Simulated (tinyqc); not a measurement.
## Long-channel MOSFET, surface-potential model: effect of the temperature

n-channel transistor on a uniformly doped p-type body, gradual-channel approximation, constant mobility, Boltzmann statistics, full ionisation. Potentials are counted from the neutral body; V is the electron quasi-Fermi potential, Vsb at the source and Vsb + Vds at the drain. Charges are magnitudes per area.

Nc and Nv are given at 325 K and scale as (T/325 K)^1.5; Eg, Vfb and mu are held fixed. ni = sqrt(Nc Nv) exp(-Eg/(2 Vt)), Eg in volts; phiF = Vt ln(Na/ni); Cox = eps0 eox/tox; gamma = sqrt(2 q eps0 eps_r Na)/Cox. The surface potential psi at channel potential V solves Vgs + Vsb - Vfb - psi = gamma sqrt(G), G = psi - Vt + Vt exp((psi - 2 phiF - V)/Vt). Charge sheet: Qi = Cox gamma [sqrt(G) - sqrt(psi - Vt)]; I = mu (W/L) [integral of Qi dpsi from psi_0 to psi_L (drift) + Vt (Qi0 - QiL) (diffusion)], with psi_0 at V = Vsb and psi_L at V = Vsb + Vds. VT = Vfb + 2 phiF + gamma sqrt(2 phiF + Vsb), m = 1 + gamma/(2 sqrt(2 phiF + Vsb)). The swing is 20 mV/log10[I(VT - 0.14 V)/I(VT - 0.16 V)] of the charge-sheet current at the given Vds.

Values chosen for this exercise; material values close to those of silicon: band gap Eg = 1.11 eV; relative permittivity of the semiconductor eps_r = 11.9; conduction-band density of states at the reference temperature Nc = 3.17e19 cm^-3; valence-band density of states at the reference temperature Nv = 2.94e19 cm^-3; acceptor density of the body Na = 1.1e18 cm^-3; relative permittivity of the gate insulator eox = 26.1; insulator thickness tox = 94 nm; flat-band voltage Vfb = -0.89 V; channel mobility mu = 110 cm^2/(V s); gate width W = 1 um; gate length L = 5 um; source-body reverse bias Vsb = 0 V; gate-source voltage Vgs = 2.52 V; drain-source voltage Vds = 2 V.

Constants: q = 1.602176634e-19 C, kB = 1.380649e-23 J/K, Vt = kB T/q, eps0 = 8.8541878128e-14 F/cm where lengths are in cm. Results are converted to the units shown.

The same in every row: gamma (V^0.5) = 2.479.

Results:
```
T (K),VT (V),m,swing (mV/decade),"I at Vgs, Vds (uA)"
220,2.603,2.236,102.2,5.782e-4
250,2.552,2.250,118.1,0.002354
280,2.500,2.265,134.7,0.006770
310,2.445,2.281,152.0,0.01516
340,2.388,2.298,170.2,0.02859
370,2.329,2.317,189.2,0.04788
430,2.204,2.358,229.9,0.1067
```

Estimate the missing row, T = 400 K.

Computed row:
```
T (K),VT (V),m,swing (mV/decade),"I at Vgs, Vds (uA)"
400,2.267,2.337,209.1,0.07374
```

With this row back in the table: As T goes from 220 to 430 K, VT falls from 2.60 to 2.20 V, the swing rises from 102 to 230 mV a decade and the current rises from 5.78e-4 to 0.107 uA. The swing is 4.7 % above m Vt ln 10 in the first row and 14 % above it in the last. The gate voltage is below VT in 2 of the 8 rows. In every row the mobility is held fixed, though a real channel mobility changes with T and would alter the trend of the current.

tinyqc, about 0.04 s, one thread, Intel Xeon 2.30GHz (shared host): `OMP_NUM_THREADS=1 python tinyqc.py 2360028 2360029 out.jsonl`
